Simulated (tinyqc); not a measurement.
Band edges of strained Si(1-x)Ge(x) on relaxed Si(1-y)Ge(y), step by step. Values are carried at full precision from step to step, so a last printed digit may differ when a step is redone from the rounded ones.

Values are linear in the Ge fraction but for ED(x) = linear - CD x (1 - x) and a(x) = linear - Ca x (1 - x). Energies are on the common scale of Ev.

Parameters, chosen for this exercise (end members near Si and Ge, in this order; not measured data): a = (5.436, 5.658) angstrom (lattice constant); Dso = (0.043, 0.288) eV (spin-orbit splitting); av = (2.47, 1.23) eV (valence hydrostatic potential); b = (-2.12, -2.56) eV (tetragonal shear potential); d = (-4.81, -5.35) eV (trigonal shear potential); C11 = (164.2, 127.5) GPa; C12 = (64.6, 48.4) GPa; C44 = (79, 65.9) GPa; Ev = (0, 0.67) eV (top of the unstrained valence band); ED = (1.171, 0.932) eV (gap to the Delta valleys); EL = (1.982, 0.745) eV (gap to the L valleys); aD = (1.72, 1.28) eV (hydrostatic potential of the Delta gap); aL = (-3.12, -2.69) eV (hydrostatic potential of the L gap); XuD = (8.88, 9.44) eV (uniaxial potential, Delta); XuL = (16.75, 15.49) eV (uniaxial potential, L); CD = 0.187 eV (bowing of the Delta gap); Ca = 0 angstrom (bowing of the lattice constant); x = 0.33 (Ge fraction of the layer); y = 0 (Ge fraction of the relaxed buffer); face = 001 (growth face).

## Values of the layer and the buffer

Interpolate at x and at y.

Interpolated values (a in angstrom, C11, C12, C44 in GPa, all else in eV):
```
symbol     layer    buffer
a         5.5093    5.4360
Dso       0.1239    0.0430
av        2.0608    2.4700
b        -2.2652   -2.1200
d        -4.9882   -4.8100
C11     152.0890  164.2000
C12      59.2540   64.6000
C44      74.6770   79.0000
Ev        0.2211    0.0000
ED        1.0508    1.1710
EL        1.5738    1.9820
aD        1.5748    1.7200
aL       -2.9781   -3.1200
XuD       9.0648    8.8800
XuL      16.3342   16.7500
```

## Strain of the layer on a (001) buffer

Coherent growth on a (001) face: e_par = (a(y) - a(x))/a(x), e_perp = -2 (C12/C11) e_par; exx = eyy = e_par, ezz = e_perp, no shear.

Use the elastic constants of the layer.

e_par = -0.013298
e_perp = 0.010362

strain tensor in the cubic axes, rows x, y, z and columns alike:
```
[[-0.013298, 0.000000, 0.000000],
 [0.000000, -0.013298, 0.000000],
 [0.000000, 0.000000, 0.010362]]
```

The layer is under compression in the plane; its volume changes by -1.623 %.

## Conduction valleys of the layer

A valley with unit axis u lies at Ev + gap + (av + a_valley) tr(e) + Xu (u.e.u - tr(e)/3); the Delta axes are x, y, z and the L axes [111], [1-1-1], [-11-1], [-1-11]. The second-order shift of the Delta valleys under shear is left out; it lowers the pair normal to the sheared plane by tens of meV at a shear of 1 %.

Give the hydrostatic shifts, the uniaxial shifts and the edges.

hydrostatic shifts of Delta and L (eV): [-0.0590, 0.0149]

uniaxial shifts (eV): Delta x -0.0715, Delta y -0.0715, Delta z 0.1430, L [111] 0.0000, L [1-1-1] 0.0000, L [-11-1] 0.0000, L [-1-11] 0.0000

valley edges (eV): Delta x 1.1414, Delta y 1.1414, Delta z 1.3558, L [111] 1.8098, L [1-1-1] 1.8098, L [-11-1] 1.8098, L [-1-11] 1.8098

The lowest set is Delta4 (the digit counts whole valleys) at 1.1414 eV; the Delta valleys spread over 214 meV and the L valleys over 0 meV.

## Valence edges of the layer

Valence edges: Ev plus the levels of the 6 x 6 matrix of X, Y, Z times spin with -Dso/3 + l exx + m (eyy + ezz) on the diagonal (cyclic), n exy off it, l = av + 2 b, m = av - b, n = sqrt(3) d. Spin-orbit term (Dso/3) L.sigma on X, Y, Z with (L_k)_ij = -i epsilon_kij: <X+|H|Y+> = -i Dso/3, <X+|H|Z-> = Dso/3, <Y+|H|Z-> = -i Dso/3, <Z+|H|X-> = -Dso/3, <Z+|H|Y-> = i Dso/3, <X-|H|Y-> = i Dso/3, and their conjugates; + and - are the spin along z.

Give the strain block and the three twofold edges.

strain block (eV), rows X, Y, Z and columns alike:
```
[[0.0201, 0, 0],
 [0, 0.0201, 0],
 [0, 0, -0.1406]]
```

edges from the top (eV): [0.2412, 0.1825, 0.0154]

The top two edges are split by 59 meV.

## Gap and offsets against the buffer

Buffer: Ev(y) and Ec = Ev(y) + min(ED, EL). dEc = Ec(buffer) - Ec(layer), dEv = Ev(layer) - Ev(buffer); positive values confine the carrier in the layer; type I if both have one sign.

gap of the strained layer = 0.9001 eV
gap of the buffer = 1.1710 eV
dEc = 0.0296 eV
dEv = 0.2412 eV

Type I: electrons collect in the layer (30 meV) and holes in the layer (241 meV). The relaxed layer would have a gap of 1.051 eV, so strain has moved it by -151 meV. An offset this small is within the spread of published parameter sets, so the type is not settled by this model.

## Checks

- Mean of the three Delta edges against the hydrostatic shift alone (eV): both 1.21287.

Program tinyqc; command `OMP_NUM_THREADS=1 python tinyqc.py 1080697 1080698 out.jsonl`; about 0.02 s on one thread of a shared Intel(R) Xeon(R) Processor @ 2.30GHz.
